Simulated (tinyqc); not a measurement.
Bloch-Grueneisen resistivity of a metal: one step, computed by the program tinyqc. Command: `OMP_NUM_THREADS=1 python tinyqc.py 3007914 3007915 out.jsonl bg walk`. One thread of a shared host (Intel(R) Xeon(R) Processor @ 2.30GHz), about 0.01 s of CPU time with the checks.

Electrons scatter from a Debye spectrum of phonons (n = 5 for scattering within one band, n = 3 for scattering into a second, heavy band) and from static defects.

Problem. The integral and the phonon part. J_n(y) = int_0^y x^n e^x/(e^x - 1)^2 dx, by 96 Gauss-Legendre points (upper limit at most 60). rho_ph = (n - 1) rho_1 (T/Theta)^n J_n(Theta/T), with rho_1 = 2 pi lambda_tr k_B Theta/(hbar eps_0 w_p^2), the high-temperature line at T = Theta.

Inputs (values chosen for the exercise, modelled on silver): exponent n = 5; Debye temperature Theta = 225 K; temperature T = 295 K.

Addition: none.

rho_1 = 1.371998 microohm cm

Give: Theta/T; J_n; phonon resistivity rho_ph.

Solution.

Theta/T = 0.7627

J_n = 0.08193

phonon resistivity rho_ph = 1.742 microohm cm

This is 96.8 % of the straight line rho_1 T/Theta.
